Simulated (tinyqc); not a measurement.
Self-consistent Fermi level with native defects, at growth and after a quench: one step, computed by the program tinyqc. Command: `OMP_NUM_THREADS=1 python tinyqc.py 3009012 3009013 out.jsonl scfermi walk`. One thread of a shared host (Intel(R) Xeon(R) Processor @ 2.30GHz), about 0.05 s of CPU time with the checks.

Energies are counted from the top of the valence band (VBM); when the gap shrinks with temperature the conduction band moves and the levels stay. The added dopant is taken as fully ionised. D and A draw on one reservoir with opposite signs, as the two vacancies of a compound do.

Question. After the quench to T. E_g(T) = E_g - slope x max(0, T - 300 K). N_c = 2 M_c (2 pi m_e k_B T/h^2)^(3/2) and N_v = 2 (2 pi m_h k_B T/h^2)^(3/2), masses in units of m_0. n = N_c F_1/2((E_F - E_g)/k_B T), p = N_v F_1/2(-E_F/k_B T). F_1/2(eta) = (2/sqrt(pi)) int_0^infinity sqrt(x)/(1 + exp(x - eta)) dx, by the trapezoid rule in t = sqrt(x) with step 0.02 up to t = 12 (for eta < -12 by exp(eta) - exp(2 eta)/2^(3/2)). After a quench the totals of D and A stay as grown, and each is shared among its charge states with weights exp(-(E_f(q, 0) + q E_F)/k_B T). Net charge = p - n + sum q c_q + N_X; the log ratio is ln(positive charge/negative charge). E_F is the root of the log ratio, by 50 bisections between -0.5 eV and E_g + 0.5 eV.

Inputs (values chosen for the exercise, with bands modelled on CdS):
```
quantity                      value   unit
gap E_g at 300 K               2.56     eV
slope -dE_g/dT above 300 K   0.0003   eV/K
electron mass m_e             0.208    m_0
valleys M_c                       1      -
hole mass m_h                 0.787    m_0
dopant density N_X          1.1e+19  cm^-3
growth temperature T_g         1400      K
temperature of use T            400      K
```

Added shallow dopant: donor.

total D = 1.924225e+18 cm^-3

total A = 5.759823e+18 cm^-3

E_f(q, E_F = 0) (eV): D(+2) -2.209, D(+1) -0.689, D(0) 1.401, A(0) 2.728, A(-1) 3.460, A(-2) 4.790

Constants: m_0 = 9.1093837015e-31 kg; k_B = 1.380649e-23 J/K; h = 6.62607015e-34 J s; k_B = 8.617333262e-05 eV/K.

Give: E_F after the quench; n after the quench; p after the quench; Frozen defects.

Answer.

E_F after the quench = 2.124 eV

n after the quench = 2.832e+13 cm^-3

p after the quench = 4.638e-08 cm^-3

Frozen defects:
```
state  c (cm^-3)  share of its total
D(+2)  1.265e+10           6.576e-09
D(+1)  5.197e+17           2.701e-01
D(0)   1.405e+18           7.299e-01
A(0)   1.626e-09           2.823e-28
A(-1)  5.663e+08           9.831e-11
A(-2)  5.760e+18           1.000e+00
```
